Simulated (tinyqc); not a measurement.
Dose and depth of a threshold implant.

Problem. A sheet of D acceptors per cm^2 lies at depth xi inside the depleted layer of a body doped Na. In the depletion approximation VT = Vfb + f2 + q D/Cox + gamma sqrt(f2 + Vsb - q D xi/(eps0 eps_r)), gamma = sqrt(2 eps0 eps_r q Na)/Cox, Cox = eps0 eox/tox. Find gamma, D and xi.

Inputs (values chosen for the exercise); band and dielectric values close to those of silicon: relative permittivity eps_r = 11.6; acceptor density deep in the body Na = 1.4e18 cm^-3; relative permittivity of the gate insulator (close to silicon dioxide) eox = 3.9; insulator thickness tox = 11 nm; flat-band voltage Vfb = -0.85 V; band bending 2 phiF at threshold f2 = 0.875 V.

Constants: q = 1.602176634e-19 C, eps0 = 8.8541878128e-14 F/cm where lengths are in cm. Results are converted to the units shown.

VT against the source at Vsb = 0 and 2.2 V (V): [2.2224282, 4.0125630]

Solution. With y^2 = f2 - q D xi/(eps0 eps_r) and d the difference of the thresholds over gamma, sqrt(y^2 + Vsb) - y = d gives y = (Vsb - d^2)/(2 d). The first threshold then gives D, and y^2 gives xi.

gamma = 2.162 V^0.5
D = 4.300e11 cm^-2
xi = 5.700 nm

Computed by the program tinyqc: `OMP_NUM_THREADS=1 python tinyqc.py 2080170 2080171 out.jsonl`, one thread of a shared Intel Xeon 2.30GHz, about 0.5 s for the whole run.
